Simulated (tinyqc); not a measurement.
Which single mass stands for the valley: donor in an ellipsoidal valley (Kohn-Luttinger variational method). Computed by tinyqc, a small Python program. Command: `OMP_NUM_THREADS=1 python tinyqc.py 3025503 3025504 out.jsonl kohnlutt walk`. One thread of a shared host (Intel(R) Xeon(R) Processor @ 2.30GHz), about 0.03 s of CPU time with the checks.

H = -(d^2/dx^2 + d^2/dy^2) - gamma d^2/dz^2 - 2/r in units built on m_t, with gamma = m_t/m_l and z along the valley axis. One valley; no valley-orbit or central-cell term.

Inputs (values chosen for the exercise, for a model semiconductor): transverse mass m_t = 0.233 m_0; longitudinal mass m_l = 2.2 m_0; dielectric constant eps = 5.29.

Constants: Ry = 13.605693123 eV; a_0 = 0.529177210903 angstrom.

Method:
- Ry* = Ry m_t/eps^2, a* = a_0 eps/m_t, gamma = m_t/m_l.
- Trial function exp(-sqrt((x^2 + y^2)/a^2 + z^2/b^2)) with beta = b/a < 1: E = t/a^2 - u/a, t = (2 + gamma/beta^2)/3, u = 2 arcsin(sqrt(1 - beta^2))/sqrt(1 - beta^2); the best a is 2 t/u and E(beta) = -u^2/(4 t).
- Golden-section search on beta from 0.05 to 0.999, 60 steps.
- Gaussian basis: g = P exp(-al (x^2 + y^2) - be z^2) with P = 1 (s-like), z (2p0) or x (2p+-); al = 0.004 x 2.6^k, k = 0..11, and be/al = 1, gamma^(-1/2) or 1/gamma (36 functions); 1/r = (2/sqrt(pi)) int exp(-t^2 r^2) dt by 48 Gauss-Legendre points after t = sqrt(al_i + al_j) tan(theta); overlap eigenvalues below 1e-10 are dropped.
- A hydrogenic level is Ry m/eps^2 for one mass m; errors are against the Gaussian basis.

gamma = 0.105909

1s binding energy, Gaussian basis = 206.496 meV

1s binding energy, trial function = 205.883 meV

1s binding energy:
```
rule                                      mass (m_0)  binding (meV)  error (%)
transverse mass                               0.2330          113.3     -45.14
conductivity mass 3/(2/m_t + 1/m_l)           0.3319          161.4     -21.85
density-of-states mass (m_t^2 m_l)^(1/3)      0.4925          239.4      15.95
longitudinal mass                             2.2000         1069.6     417.99
trial function with a and b                        -          205.9      -0.30
mass that fits 1s                             0.4247          206.5       0.00
```

The conductivity mass, which is what a spherical trial function (a = b) gives, falls short by 21.8 %, as a restricted variational bound must; the density-of-states mass is off by +16.0 %. The mass that fits lies between the two. Caution: the short radius is only a few bond lengths, so the envelope approximation is rough.

Extremes, crossings and ranges named in words are read from the listed rows.
